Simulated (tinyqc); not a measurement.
Deal-Grove kinetics of thermal oxidation of silicon: one step, computed by the program tinyqc. Command: `OMP_NUM_THREADS=1 python tinyqc.py 3015838 3015839 out.jsonl oxide walk`. One thread of a shared host (Intel(R) Xeon(R) Processor @ 2.30GHz), about 0.02 s of CPU time with the checks.

Oxidant diffuses through the oxide and reacts at the interface, so that dx/dt = B/(A + 2x) for the oxide thickness x.

Problem. Two steps, the one at T2 first. B = B0 p exp(-E_B/(k_B T)), B/A = (B/A)0 p^m exp(-E_A/(k_B T)), p in atm; A = B/(B/A). Temperatures in kelvin are T(C) + 273.15. tau = (x_i^2 + A x_i)/B and x = (A/2) [sqrt(1 + 4 B (t + tau)/A^2) - 1], the root of x^2 + A x = B (t + tau). First t2 at T2 from x_i, then t at T from the thickness reached.

Inputs (values chosen for the exercise, close to those used for silicon): prefactor B0 = 334 um^2/h; activation energy E_B = 0.785 eV; prefactor (B/A)0 = 9.64e+07 um/h; activation energy E_A = 2.07 eV; temperature T = 1175 C; oxidant pressure p = 1 atm; pressure exponent m of B/A = 1; initial oxide x_i = 0.01 um; time t = 0.77 h; temperature of step 2, T2 = 950 C; time of step 2, t2 = 0.95 h.

Ambient: steam. Surface: (100). Extension: second step.

length A = 0.1027215 um

parabolic constant B = 0.6191976 um^2/h

Constants: k_B = 8.617333262e-05 eV/K.

Give: thickness after t2 at T2; final thickness in this order.

Solution.

thickness after t2 at T2 = 0.2140 um

final thickness in this order = 0.6884 um
